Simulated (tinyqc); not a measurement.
What each parameter does: delta-doped layer in the Thomas-Fermi potential.

All donors ionised in the plane z = 0, zero temperature, energies from the Fermi level EF of the Thomas-Fermi model, which lies at the bulk band edge; c = hbar^2/2m0, q = e^2/(4 pi eps0). Layer in a (001) plane: two valleys with m_z = ml, m_d = mt (unprimed) and four with m_z = mt, m_d = sqrt(ml mt) (primed); m3 = (ml mt^2)^(1/3), gv = 6. With n = (gv/3 pi^2)(m3 (-V)/c)^(3/2) and V'' = -(4 pi q/eps) n for z > 0, the solution is V = -b/(|z| + z0)^4 with sqrt(b) = 20/K, K = (4 pi q/eps)(gv/3 pi^2)(m3/c)^(3/2), and z0^5 = 4b/(e F0), e F0 = 2 pi q N/eps; 1e13/cm^2 = 1e-3/angstrom^2. Exchange and correlation are left out.

Subbands solve -(c/m_z) psi'' + V psi = E psi on 1280 points of spacing z0/80; up to ten levels for each group, kept if bound with an rms width below 2.5 z0.

Constants: hbar^2/2m0 = 3.80998211 eV angstrom^2; e^2/(4 pi eps0) = 14.39964547 eV angstrom.

Values chosen for the exercise (near those of a delta-doped layer in Si; not measured data):
- ml = 0.942 m0 (longitudinal mass)
- mt = 0.191 m0 (transverse mass)
- eps = 11.6 (dielectric constant)
- N = 2 x 1e13/cm^2 (donor sheet density)

z0, depth, lowest level and its rms width.

Results for these values:
```
case  z0 (angstrom)  depth (eV)  lowest (eV)  rms z (angstrom)
base          27.77      0.1083      -0.0414              9.30
```

What happens to each result for mt = 0.162 m0, all else kept?

Answer: z0 rises from 27.77 to 29.66; depth rises from 0.1083 to 0.1157; lowest falls from -0.0414 to -0.0470; rms z falls from 9.30 to 8.96.

The same for each parameter in turn:
```
case                 z0 (angstrom)  depth (eV)  lowest (eV)  rms z (angstrom)
base                         27.77      0.1083      -0.0414              9.30
N = 3.2 x 1e13/cm^2          25.28      0.1577      -0.0639              7.67
eps = 10.4                   26.01      0.1131      -0.0420              9.12
ml = 1.083 m0                27.01      0.1053      -0.0409              8.78
mt = 0.162 m0                29.66      0.1157      -0.0470              8.96
```

Program tinyqc; command `OMP_NUM_THREADS=1 python tinyqc.py 1250336 1250337 out.jsonl`; about 0.2 s on one thread of a shared Intel(R) Xeon(R) Processor @ 2.30GHz.
